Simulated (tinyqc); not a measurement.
Equation-of-state fits to an energy-volume table made by a known binding curve: one step, computed by the program tinyqc.

With x = (V/V_0)^(1/3), the energy per atom is E = D [m x^-n - n x^-m]/(n - m), so that B0 = D n m/(9 V_0) and B' = (n + m + 6)/3. B' = dB/dP at P = 0.

Task: Errors of the Birch-Murnaghan fit. Third-order Birch-Murnaghan is a cubic in u = V^(-2/3): fit it by linear least squares, find the minimum, and take B0 = V E''(V), B' = -1 - V E'''/E'' there. Errors are fitted minus exact, relative; the pressure at c V_0 uses P = (3 B0/2) (x^7 - x^5) [1 + (3/4)(B' - 4)(x^2 - 1)], x = (V0/V)^(1/3) with the fitted values.

Inputs (values chosen for the exercise, for a model crystal): true volume V_0 = 25.8 angstrom^3/atom; compression V/V_0 for the pressure test = 0.9.

Binding curve: Mie. Noise: added.

fitted B0 = 31.55567 GPa

exact B0 = 31.60193 GPa

fitted B' = 4.389509

exact B' = 4.333333

fitted V0 = 25.80034 angstrom^3

exact pressure at c V_0 = 4.185368 GPa

Give: error of B0; error of B'; fitted pressure at c V_0; error of that pressure.

Result:

error of B0 = -0.1464 %

error of B' = 1.296 %

fitted pressure at c V_0 = 4.193 GPa

error of that pressure = 0.1908 %
